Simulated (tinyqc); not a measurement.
Inside a calculation: carrier statistics of a doped semiconductor with parabolic bands. Values are carried at full precision from step to step, so a last printed digit may differ when a step is redone from the rounded ones.

Constants: kB = 8.617333262e-05 eV/K; hbar^2/2m0 = 3.80998211 eV angstrom^2.

Values chosen for the exercise (near those of GaSb; shifted at random, so the results belong to these values and not to a real crystal):
- Eg0 = 0.8126 eV (gap at 0 K)
- al = 0.000418 eV/K (Varshni alpha)
- be = 138 K (Varshni beta)
- T = 350 K
- ml = 0.0397 m0 (longitudinal electron mass)
- mt = 0.0397 m0 (transverse electron mass)
- Mv = 1 (equivalent valleys)
- mhh = 0.395 m0 (heavy-hole mass)
- mlh = 0.049 m0 (light-hole mass)
- ND = 1e+15 1/cm^3 (donors)
- NA = 3.9e+14 1/cm^3 (acceptors)
- ED = 0.00293 eV (donor level below Ec)
- EA = 0.0133 eV (acceptor level above Ev)

## Gap and thermal energy

Eg(T) = Eg0 - al T^2/(T + be) (Varshni).

Eg = 0.70767 eV
kT = 0.030161 eV

The gap has shrunk by 104.9 meV from 0 K and is 23.5 kT wide.

## Effective densities of states

m_de = Mv^(2/3) (ml mt^2)^(1/3); m_dh = (mhh^(3/2) + mlh^(3/2))^(2/3); N = 2 (m kB T/(4 pi c))^(3/2) with c = hbar^2/2m0, in 1/angstrom^3; times 1e24 for 1/cm^3.

m_de = 0.0397 m0
m_dh = 0.4064 m0
Nc = 2.5014e+17 1/cm^3
Nv = 8.1933e+18 1/cm^3

The light holes supply 4.2 % of Nv, and Nc/Nv = 0.0305.

## Intrinsic density and level

With Boltzmann statistics ni = sqrt(Nc Nv) exp(-Eg/2kT) and Ei = Eg/2 + (kT/2) ln(Nv/Nc), counted from Ev.

ni = 1.15e+13 1/cm^3
Ei = 0.4065 eV

Ei lies 52.6 meV above midgap, towards the band with the smaller density of states.

## Neutrality by bisection

Energies are counted from Ev, so Ec = Eg. n = Nc F_1/2((EF - Eg)/kT), p = Nv F_1/2(-EF/kT), ND+ = ND/(1 + 2 exp((EF - Eg + ED)/kT)), NA- = NA/(1 + 4 exp((EA - EF)/kT)); neutrality asks p + ND+ = n + NA-. F_j(eta) = (1/Gamma(j + 1)) integral_0^infinity x^j dx/(1 + exp(x - eta)), which tends to exp(eta) for eta << 0.

Start from the bracket [-0.2 eV, Eg + 0.2 eV]; at the midpoint EF take the sign of p + ND+ - n - NA-; where it is positive EF must rise. Fourteen steps are shown.

Bisection (eV, 1/cm^3):

| step | low | high | EF | n | p | ND+ | NA- | sign |
|---|---|---|---|---|---|---|---|---|
| 1 | -0.20000 | 0.90767 | 0.35384 | 2.01e+12 | 6.58e+13 | 1.00e+15 | 3.90e+14 | + |
| 2 | 0.35384 | 0.90767 | 0.63075 | 1.90e+16 | 6.78e+09 | 8.53e+14 | 3.90e+14 | - |
| 3 | 0.35384 | 0.63075 | 0.49229 | 1.98e+14 | 6.68e+11 | 9.98e+14 | 3.90e+14 | + |
| 4 | 0.49229 | 0.63075 | 0.56152 | 1.96e+15 | 6.73e+10 | 9.83e+14 | 3.90e+14 | - |
| 5 | 0.49229 | 0.56152 | 0.52691 | 6.24e+14 | 2.12e+11 | 9.95e+14 | 3.90e+14 | - |
| 6 | 0.49229 | 0.52691 | 0.50960 | 3.51e+14 | 3.76e+11 | 9.97e+14 | 3.90e+14 | + |
| 7 | 0.50960 | 0.52691 | 0.51826 | 4.68e+14 | 2.82e+11 | 9.96e+14 | 3.90e+14 | + |
| 8 | 0.51826 | 0.52691 | 0.52258 | 5.40e+14 | 2.45e+11 | 9.95e+14 | 3.90e+14 | + |
| 9 | 0.52258 | 0.52691 | 0.52475 | 5.81e+14 | 2.28e+11 | 9.95e+14 | 3.90e+14 | + |
| 10 | 0.52475 | 0.52691 | 0.52583 | 6.02e+14 | 2.20e+11 | 9.95e+14 | 3.90e+14 | + |
| 11 | 0.52583 | 0.52691 | 0.52637 | 6.13e+14 | 2.16e+11 | 9.95e+14 | 3.90e+14 | - |
| 12 | 0.52583 | 0.52637 | 0.52610 | 6.07e+14 | 2.18e+11 | 9.95e+14 | 3.90e+14 | - |
| 13 | 0.52583 | 0.52610 | 0.52596 | 6.04e+14 | 2.19e+11 | 9.95e+14 | 3.90e+14 | + |
| 14 | 0.52596 | 0.52610 | 0.52603 | 6.06e+14 | 2.18e+11 | 9.95e+14 | 3.90e+14 | - |

Each step halves the bracket, which is 0.135 meV wide at the last row.

## The neutral state

Solve the neutrality condition for EF to convergence.

EF = 0.5260 eV
n = 6.05e+14 1/cm^3
p = 2.19e+11 1/cm^3
ND+ = 9.95e+14 1/cm^3
NA- = 3.90e+14 1/cm^3

The material is n-type; 99.5 % of the donors are ionised. EF lies 6.02 kT inside the gap from the conduction edge, so Boltzmann statistics would serve; n p/(Nc Nv exp(-Eg/kT)) = 0.999.

## Checks

- F_1/2(1) by the trapezoid rule against adaptive quadrature: both 1.575641.
- Positive against negative charge at the solution (1/cm^3): both 9.94912e+14.

(tinyqc, `OMP_NUM_THREADS=1 python tinyqc.py 1682560 1682561 out.jsonl`, Intel(R) Xeon(R) Processor @ 2.30GHz, 1 thread, shared host, about 0.01 s.)
